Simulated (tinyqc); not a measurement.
One-dimensional ballistic tunnel FET, two-band WKB: two steps of the calculation.

A p-type source for x < 0 with its Fermi level at 0 and its valence edge at ds; in the channel the bands fall as D exp(-x/lam) towards their flat values, with the conduction edge at Ec = ds - dP and D = dP + Eg. The gate moves dP one to one. The drain Fermi level lies at -Vd and the drain side reflects nothing. For w = E - Ec between 0 and dP an electron crosses the gap. Two-band dispersion with equal masses m: inside the gap kappa = sqrt(m u (1 - u/Eg)/C), u the distance from a band edge, C = hbar^2/(2 m0).

Parameters, values chosen for the exercise; band and dielectric values close to those of indium phosphide: temperature T = 300 K; band gap Eg = 1.34 eV; band-edge mass of the two-band model m = 0.086 m0; screening length of the source junction lam = 3.2 nm; source valence edge above the source Fermi level ds = 0.13 eV; drain bias Vd = 0.5 V; number of degenerate subbands (spin apart) g = 2; tunnelling window Ev(source) - Ec(channel) dP = 0.39 eV; energy above the channel conduction edge w0 = 0.23 eV; points of the energy grid nE = 9.

Constants: q = 1.602176634e-19 C, kB = 1.380649e-23 J/K, hbar = 1.054571817e-34 J s, h = 6.62607015e-34 J s, m0 = 9.1093837015e-31 kg, Vt = kB T/q, hbar^2/(2 m0) = 0.0380998212 eV nm^2. Results are converted to the units shown.

Question 1. The exponent in closed form. S(w) = 2 lam int_0^Eg kappa(u) du/(w + Eg - u) = 2 pi lam sqrt(m/(C Eg)) [w + Eg/2 - sqrt(w (w + Eg))], T(w) = exp(-S). The common triangular estimate is S = (4/3) lam sqrt(m/C) Eg^1.5/(dP + Eg) for all w.

Wanted: S(w0); T(w0); triangular S.

Answer 1.

S(w0) = 7.8047
T(w0) = 4.0780e-4
triangular S = 5.7476

Question 2. Current on a coarse grid. I = g (2 q^2/h) int_0^dP T(w) [f(E) - f(E + Vd)] dw, E = ds - dP + w, f(x) = 1/(1 + exp(x/Vt)). Simpson's rule on nE equally spaced points.

Give: w; T(w); difference of the f; I.

Answer 2.

```
point,w (eV),T(w),difference of the f
0,0.0000,2.552e-8,0.9999
1,0.0488,6.355e-6,0.9997
2,0.0975,3.505e-5,0.9981
3,0.1462,1.079e-4,0.9879
4,0.1950,2.496e-4,0.9251
5,0.2437,4.851e-4,0.6522
6,0.2925,8.380e-4,0.2215
7,0.3412,0.001329,0.04137
8,0.3900,0.001977,0.006505
```

I = 0.007185 uA

tinyqc, about 0.01 s, one thread, Intel Xeon 2.30GHz (shared host): `OMP_NUM_THREADS=1 python tinyqc.py 2620166 2620167 out.jsonl`
